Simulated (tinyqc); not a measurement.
Inside a calculation. Method: UHF in the 6-31g basis, for H2, spin multiplicity 1. One step of it, computed by the program tinyqc.

Task: Iteration 8 (converged): orbitals. Diagonalise F' = X^T F X, C = X C', fill 1 alpha and 1 beta electrons from the bottom; D(s) = C_occ C_occ^T. Each column has its largest component positive (the first on a tie).

converged F(alpha) (hartree):
```
           1H 1s      1H 2s      2H 1s      2H 2s
1H 1s   0.002785  -0.485075  -0.521900  -0.489280
1H 2s  -0.485075  -0.334048  -0.489280  -0.374634
2H 1s  -0.521900  -0.489280   0.002785  -0.485075
2H 2s  -0.489280  -0.374634  -0.485075  -0.334048
```

converged F(beta) (hartree):
```
           1H 1s      1H 2s      2H 1s      2H 2s
1H 1s   0.002785  -0.485075  -0.521900  -0.489280
1H 2s  -0.485075  -0.334048  -0.489280  -0.374634
2H 1s  -0.521900  -0.489280   0.002785  -0.485075
2H 2s  -0.489280  -0.374634  -0.485075  -0.334048
```

X:
```
               1          2          3         4
1H 1s  -0.707541   0.811608   0.819327  0.270786
1H 2s   2.013181  -0.672800   0.287956  0.326653
2H 1s   0.707541   0.811608  -0.819327  0.270786
2H 2s  -2.013181  -0.672800  -0.287956  0.326653
```

Give: F' = X^T F X; orbital energies; coefficients C; F' = X^T F X; orbital energies; coefficients C; D(alpha) after iteration 8; D(beta) after iteration 8.

Result:

F' = X^T F X (alpha) (hartree):
```
         1        2        3        4
1   0.8304   0.0000  -0.5491   0.0000
2   0.0000   0.8027   0.0000  -0.0783
3  -0.5491   0.0000   0.7151   0.0000
4   0.0000  -0.0783   0.0000  -0.5721
```

orbital energies (alpha) (hartree): MO1 -0.5765, MO2 0.2206, MO3 0.8072, MO4 1.3249

coefficients C (alpha):
```
          MO1      MO2      MO3      MO4
1H 1s  0.3163   0.1353   0.7950  -1.0741
1H 2s  0.2880   1.5612  -0.6902   1.3033
2H 1s  0.3163  -0.1353   0.7950   1.0741
2H 2s  0.2880  -1.5612  -0.6902  -1.3033
```

F' = X^T F X (beta) (hartree):
```
         1        2        3        4
1   0.8304   0.0000  -0.5491   0.0000
2   0.0000   0.8027   0.0000  -0.0783
3  -0.5491   0.0000   0.7151   0.0000
4   0.0000  -0.0783   0.0000  -0.5721
```

orbital energies (beta) (hartree): MO1 -0.5765, MO2 0.2206, MO3 0.8072, MO4 1.3249

coefficients C (beta):
```
          MO1      MO2      MO3      MO4
1H 1s  0.3163  -0.1353   0.7950   1.0741
1H 2s  0.2880  -1.5612  -0.6902  -1.3033
2H 1s  0.3163   0.1353   0.7950  -1.0741
2H 2s  0.2880   1.5612  -0.6902   1.3033
```

D(alpha) after iteration 8:
```
        1H 1s   1H 2s   2H 1s   2H 2s
1H 1s  0.1001  0.0911  0.1001  0.0911
1H 2s  0.0911  0.0829  0.0911  0.0829
2H 1s  0.1001  0.0911  0.1001  0.0911
2H 2s  0.0911  0.0829  0.0911  0.0829
```

D(beta) after iteration 8:
```
        1H 1s   1H 2s   2H 1s   2H 2s
1H 1s  0.1001  0.0911  0.1001  0.0911
1H 2s  0.0911  0.0829  0.0911  0.0829
2H 1s  0.1001  0.0911  0.1001  0.0911
2H 2s  0.0911  0.0829  0.0911  0.0829
```
